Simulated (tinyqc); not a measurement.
# FinFET, parasitic resistance, capacitance and delay, step by step

Numbers from tinyqc (`OMP_NUM_THREADS=1 python tinyqc.py 2170039 2170040 out.jsonl`; about 0.03 s on one thread of a shared Intel Xeon 2.30GHz). Printed values are rounded.

Nf fins under one contact; each has gated perimeter p = 2 Hf + Wf and cross-section A = Hf Wf; contact width Wc = Nf pf, stack height Hs = Hf. Contact length Lc = CPP - Lg - 2 Lsp, shared by two neighbouring gates. Source and drain sides are equal. The formulas are first-order estimates, not field solutions.

Parameters, values chosen for the exercise; values close to those of silicon logic devices:
```
symbol    value        unit                                  meaning
T           300           K                              temperature
Nf            2                                       number of fins
Hf           55          nm                               fin height
Wf            7          nm                                fin width
pf           34          nm                                fin pitch
CPP          60          nm                     contacted gate pitch
Lg           20          nm                              gate length
Lsp           6          nm                            spacer length
ks          3.3                  relative permittivity of the spacer
Hc           25          nm      gate height above the channel stack
rc       1.3e-9    ohm cm^2                      contact resistivity
re      0.00059      ohm cm  resistivity of the source-drain epitaxy
te           25          nm    current-carrying depth of the epitaxy
rx       0.0017      ohm cm             resistivity of the extension
Lov           2          nm                             gate overlap
Cinv        3.4     uF/cm^2                    inversion capacitance
vx        8.1e6        cm/s                       injection velocity
mu          150  cm^2/(V s)                        apparent mobility
VT         0.29           V          threshold at zero drain voltage
dl        0.069         V/V                         barrier lowering
n           1.3                                  subthreshold factor
Cw         0.15          fF                                wire load
Vdd         0.6           V                           supply voltage
```

Constants: q = 1.602176634e-19 C, kB = 1.380649e-23 J/K, eps0 = 8.8541878128e-12 F/m, Vt = kB T/q. Results are converted to the units shown.

## Geometry and resistances

Epitaxy sheet resistance Rsh = re/te, transfer length LT = sqrt(rc/Rsh), contact Rc = [sqrt(rc Rsh)/Wc] coth(Lc/(2 LT)); extension of one fin Rx = rx Lsp/A. Effective width N p; for equal currents one side has Rc + Rx/N.

Lc = 28 nm
effective width = 234 nm
Rsh = 236 ohm
LT = 23.4701 nm
Rc = 152.379 ohm
Rx = 264.935 ohm
one side times effective width = 66.6541 ohm um

Lc/2 is 0.60 transfer lengths, and Rc is 12 % above the area limit rc/(Wc Lc/2). The contact makes up 53.5 % of one side.

## Capacitances

With N fins: gate Cg = Cinv p N Lg; per side, plate Cp = ks eps0 [Wc (Hs + Hc) - N A]/Lsp, top fringe Cf = (2/pi) ks eps0 Wc ln(1 + Lg/(2 Lsp)), overlap Co = Cinv p N Lov. Cs = Cp + Cf + Co. An inverter of two such devices driving an equal one has the load CL = 2 (Cg + 2 Cs) + 4 Cs + Cw (its own drains counted twice for the Miller effect).

Cg = 159.120 aF
Cp = 22.7420 aF
Cf = 1.24064 aF
Co = 15.9120 aF
CL = 787.397 aF

The channel capacitance gives 40.4 % of CL, the parasitic parts 40.5 % and the wire 19.1 %.

## Iteration 1: fin currents at Vgs = Vdd, Vds = Vdd/2

I at the start (uA): fin 1 0, fin 2 0

One fin: I = p Q vx u/(1 + |u|^1.8)^(1/1.8), Q = Cinv n Vt ln(1 + exp((Vg' - VT + dl Vd')/(n Vt))), u = Vd' mu/(vx Lg), Vg' = Vgs - v, Vd' = Vds - 2 v, with the drop on each side v = Rc (sum of I) + Rx I. I(new) = I(out).

drop v (mV): fin 1 0, fin 2 0
I(out) (uA): fin 1 98.1722, fin 2 98.1722
I after iteration 1 (uA): fin 1 98.1722, fin 2 98.1722

## Iteration 2: fin currents at Vgs = Vdd, Vds = Vdd/2

As before.

drop v (mV): fin 1 55.9280, fin 2 55.9280
I(out) (uA): fin 1 72.2986, fin 2 72.2986
I after iteration 2 (uA): fin 1 72.2986, fin 2 72.2986

## Course of the iteration: fin currents at Vgs = Vdd, Vds = Vdd/2

Stop when the largest change of I is below 1e-6 uA, or after 80 iterations.

Course of the iteration:
```
iteration  total I (uA)  largest |change| of one entry (uA)
1               196.344                                98.2
2               144.597                                25.9
3               159.242                                7.32
4               155.197                                2.02
5               156.321                               0.562
6               156.009                               0.156
7               156.096                              0.0433
8               156.072                              0.0120
9               156.079                             3.34e-3
10              156.077                             9.27e-4
11              156.077                             2.57e-4
12              156.077                             7.14e-5
13              156.077                             1.98e-5
14              156.077                             5.51e-6
15              156.077                             1.53e-6
16              156.077                             4.24e-7
```

Converged in 16 iterations. At the end each change is about 0.28 times the one before: linear convergence.

## Effective current, delay and energy

IH = I(Vdd, Vdd/2) = 156.077 uA
IL = I(Vdd/2, Vdd), solved likewise = 31.3183 uA

Ieff = (IH + IL)/2, delay CL Vdd/(2 Ieff), energy CL Vdd^2, with CL the load of an inverter that drives an equal one.

Ieff = 93.6977 uA
delay = 2.52108 ps
energy = 283.463 aJ

Without any series resistance Ieff would be 116 uA, so the resistances cost 19.5 %.
